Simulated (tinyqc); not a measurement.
Comparisons within one model: tunnelling through a thin dielectric with one trap, as a tight-binding chain. A value that a table varies takes the place of the one given here.

Hopping -t everywhere, t = c/(m a^2), c = hbar^2/2m0; lead sites at 2t (band bottom 0), barrier sites 1 to N at 2t + phi, and site j has U besides. No voltage. Leads give S = -t exp(ika) on sites 1 and N, cos(ka) = 1 - E/(2t). T = (2 t sin(ka))^2 |G_1N|^2, G = (E - H - S)^-1. In the barrier cosh(q a) = 1 + (phi - E)/(2t).

Resonance: the lowest eigenvalue of H + S(E), iterated until its real part equals E (40 rounds from Eb = phi + 2t - sqrt(4t^2 + U^2), the level in an endless barrier). With v the normalised squared amplitudes of that state, Gamma_L = 2 t sin(ka) v_1, Gamma_R = 2 t sin(ka) v_N; Breit-Wigner T = Gamma_L Gamma_R/((E - Er)^2 + (Gamma_L + Gamma_R)^2/4).

Constants: hbar^2/2m0 = 3.80998211 eV angstrom^2.

Values chosen for the exercise (barrier and mass of the size used for Si3N4 on silicon; not measured data): a = 3 angstrom (site spacing); m = 0.45 m0 (mass, the same in leads and barrier); phi = 1.98 eV (conduction edge of the barrier above that of the leads); N = 10 (barrier sites); j = 7 (site of the trap); U = -2.9 eV (extra energy on the trap site); E = 0.43 eV (electron energy).

## Transmission around the level

Er = 0.40440 eV

widths (meV): left 0.00058982, right 0.87761

Energies Er + x (Gamma_L + Gamma_R).

T:
```
x     E (eV)     chain  Breit-Wigner   no trap
-8.0  0.3974  9.93e-06      1.04e-05  8.26e-11
-3.0  0.4018  7.13e-05      7.26e-05  8.56e-11
-1.0  0.4035  0.000534      0.000537  8.69e-11
-0.5  0.4040   0.00134       0.00134  8.72e-11
0.0   0.4044   0.00268       0.00268  8.75e-11
0.5   0.4048   0.00135       0.00134  8.78e-11
1.0   0.4053  0.000541      0.000537  8.81e-11
3.0   0.4070  7.40e-05      7.26e-05  8.94e-11
8.0   0.4114  1.10e-05      1.04e-05  9.27e-11
```

What does this show, and why?

At Er the chain gives 0.00268, 3.07e+07 times the value without trap, and Breit-Wigner 0.00268. In the wings the single pole gives 1.05 times the chain value at x = -8 and 0.949 times at x = 8, because the widths and the level shift change with energy.

## Where a trap does most harm

The trap is moved through the barrier. The area under the resonance, 2 pi Gamma_L Gamma_R/(Gamma_L + Gamma_R), sets the current through it.

Against position:
```
j  Er (eV)  Gamma_L (meV)  Gamma_R (meV)      peak  area (meV)
3   0.4022           9.94       5.10e-05  2.05e-05    0.000320
4   0.4044          0.878       0.000590   0.00268     0.00370
5   0.4046         0.0769        0.00674     0.296      0.0389
6   0.4046        0.00674         0.0769     0.296      0.0389
7   0.4044       0.000590          0.878   0.00268     0.00370
8   0.4022       5.10e-05           9.94  2.05e-05    0.000320
```

How do the results move?

The area is largest at j = 5 and 6 (0.0389 meV) and 122 times smaller at j = 3: the slower of the two steps limits the current, so traps in the middle carry most. Each site towards a lead multiplies its width by about 11.42, close to exp(2 q a) = 11.42 at Eb.

## Direct against trap-assisted paths

N odd, the trap in the middle, j = (N + 1)/2. Direct T is that without trap at the energy Er; area = 2 pi Gamma_L Gamma_R/(Gamma_L + Gamma_R). The exponents are the slopes of the logarithms between the last two rows, per angstrom.

Against thickness:
```
N   N a (angstrom)  Er (eV)  direct T  area (meV)
5             15.0   0.3998  1.66e-05        31.0
7             21.0   0.4042  1.30e-07        2.75
9             27.0   0.4046  1.00e-09       0.242
11            33.0   0.4046  7.68e-12      0.0212
13            39.0   0.4046  5.89e-14     0.00186
15            45.0   0.4046  4.52e-16    0.000163
17            51.0   0.4046  3.47e-18    1.42e-05
```

exponents (1/angstrom): direct 0.8117, through the trap 0.4058

What can be read from the table?

The direct path falls as exp(-0.812 d) and the path through a central trap as exp(-0.406 d), 2.00 times more slowly, since each step crosses half the layer. From 5 to 17 sites the first loses 12.7 decades and the second 6.3: in thicker layers even few traps rule the leakage. Inelastic capture with phonons is left out.

## What each parameter does

Resonance and log10 T at E. Each row changes one parameter from the base and keeps the others.

Results:
```
case           Er (eV)  Gamma_L (meV)  Gamma_R (meV)  log10 T
base            0.4044      0.0005898         0.8776   -6.021
m = 0.414 m0    0.4762       0.001460          1.436   -6.148
phi = 2.08 eV   0.5045      0.0006179         0.9193   -7.212
N = 11          0.4046      0.0005905        0.07695   -7.065
j = 6           0.4046       0.006741        0.07695   -6.015
U = -2.813 eV   0.4771      0.0008224          1.050   -6.554
```

What can be read from the table?

The largest shifts from the base row, up to three for each result and ties (the steps differ in size, so this ranks the rows, not the parameters). Er (eV): phi +0.1001, U +0.0727, m +0.0718. Gamma_L (meV): j +0.00615, m +0.000870, U +0.000233. Gamma_R (meV): j -0.801, N -0.801, m +0.558. log10 T: phi -1.191, N -1.044, U -0.533.

Run: tinyqc, `OMP_NUM_THREADS=1 python tinyqc.py 1482164 1482165 out.jsonl`; Intel(R) Xeon(R) Processor @ 2.30GHz, one thread, shared host; about 0.09 s of CPU time with all checks.
